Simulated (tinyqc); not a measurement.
Straight dislocations in isotropic elasticity: fields, energies, partials, Peierls stress and walls: one step, computed by the program tinyqc. Command: `OMP_NUM_THREADS=1 python tinyqc.py 3011111 3011112 out.jsonl disloc walk`. One thread of a shared host (Intel(R) Xeon(R) Processor @ 2.30GHz), about 0.01 s of CPU time with the checks.

The line runs along z, the glide plane is y = 0, and beta is the angle between b and the line (0 screw, 90 degrees edge): b_e = b sin(beta) along +x with the extra half plane at y > 0, b_s = b cos(beta). Stress is positive in tension.

Question. Splitting into partials. Shockley partials have b_p = b/sqrt(3) at the angles beta -/+ 30 degrees; their repulsion balances the fault at d = G b_p^2/(8 pi gamma) (2 - nu)/(1 - nu) [1 - 2 nu cos(2 beta)/(2 - nu)].

Inputs (values chosen for the exercise, modelled on nickel):
```
quantity                     value      unit
shear modulus G               78.8       GPa
Poisson ratio nu             0.314         -
Burgers vector b             2.492  angstrom
stacking-fault energy gamma    118    mJ/m^2
```

Character: 60-degree.

Give: partial Burgers vector b_p; splitting width d; d/b.

Answer.

partial Burgers vector b_p = 1.439 angstrom

splitting width d = 1.604 nm

d/b = 6.435
